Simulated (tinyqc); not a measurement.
# Trap density from the leakage

Inverse problem. Trap-assisted leakage is J = q Nt times the integral over x of the rate through one trap. Find Nt, the areal density Nt t and the mean in-plane spacing (Nt t)^(-1/2).

Values chosen for this exercise: thickness t = 7.4 nm.

Constants: q = 1.602176634e-19 C. Results are converted to the units shown.

J = 2.8577531e-14 A/cm^2
integral of the rate over x = 3.2430349e-7 nm/s

Answer. J is proportional to Nt.

Nt = 5.500e18 cm^-3
Nt t = 4.070e12 cm^-2
in-plane spacing = 4.957 nm

Computed by the program tinyqc: `OMP_NUM_THREADS=1 python tinyqc.py 2370157 2370158 out.jsonl`, one thread of a shared Intel Xeon 2.30GHz, about 0.06 s for the whole run.
